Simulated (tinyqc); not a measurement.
Worked calculation: tight binding, kagome lattice. Computed by tinyqc, a small Python program that keeps every step. Settings: t1 = 0.78, t2 = 0.32, delta = 0, bands filled = 2. Command: `OMP_NUM_THREADS=1 python tinyqc.py 26807 26808 out.jsonl` (the two numbers bound the seeds that draw the settings). One thread of a shared host (Intel(R) Xeon(R) Processor @ 2.60GHz), about 0.01 s of CPU time with the checks.

## Bloch Hamiltonian at k

Parameters chosen for this model:
```
parameter     value                unit
t1         0.780000    eV, up triangles
t2         0.320000  eV, down triangles
delta             0        eV on site C
```

k point k (fractions of the reciprocal vectors): -0.190000  0.190000

H_AB = -t1 - t2 exp(-i k.a1), H_AC = -t1 - t2 exp(-i k.a2), H_BC = -t1 - t2 exp(i k.(a1 - a2)), H_CC = delta.

H(k) at k (eV), lower triangle (Hermitian):
```
                     A                    B         C
A             0.000000
B  -0.897800+0.297528i             0.000000
C  -0.897800-0.297528i  -0.546730-0.219055i  0.000000
```

## Levels at k

Diagonalise the Hermitian matrix.

eigenvalues (eV): -1.658393  0.558393  1.100000

weights |c|^2 of the basis functions:
```
     band 1    band 2    band 3
A  0.393043  0.029232  0.577725
B  0.303478  0.485384  0.211138
C  0.303478  0.485384  0.211138
```

## Bloch Hamiltonian at K

k point K (fractions of the reciprocal vectors): 0.333333  0.666667

As before.

H(k) at K (eV), lower triangle (Hermitian):
```
                     A                    B         C
A             0.000000
B  -0.620000-0.277128i             0.000000
C  -0.620000+0.277128i  -0.620000-0.277128i  0.000000
```

## Levels at K

As before.

eigenvalues (eV): -1.240000  0.140000  1.100000

weights |c|^2 of the basis functions:
```
     band 1    band 2    band 3
A  0.333333  0.333333  0.333333
B  0.333333  0.333333  0.333333
C  0.333333  0.333333  0.333333
```

## Bands along a path

The same steps at evenly spaced points between the labelled ones.

Bands along the path (eV):
```
k             band 1    band 2    band 3
G          -2.200000  1.100000  1.100000
G-K 0.25   -2.079425  0.979425  1.100000
G-K 0.50   -1.764290  0.664290  1.100000
G-K 0.75   -1.401880  0.301880  1.100000
K          -1.240000  0.140000  1.100000
K-M 0.25   -1.270364  0.170364  1.100000
K-M 0.50   -1.330935  0.230935  1.100000
K-M 0.75   -1.382370  0.282370  1.100000
M          -1.401880  0.301880  1.100000
M-K' 0.25  -1.382370  0.282370  1.100000
M-K' 0.50  -1.330935  0.230935  1.100000
M-K' 0.75  -1.270364  0.170364  1.100000
K'         -1.240000  0.140000  1.100000
```

With 2 band(s) filled, the highest filled level on these points lies at G and the lowest empty one at K-M 0.50: the bands touch or overlap, so there is no gap.
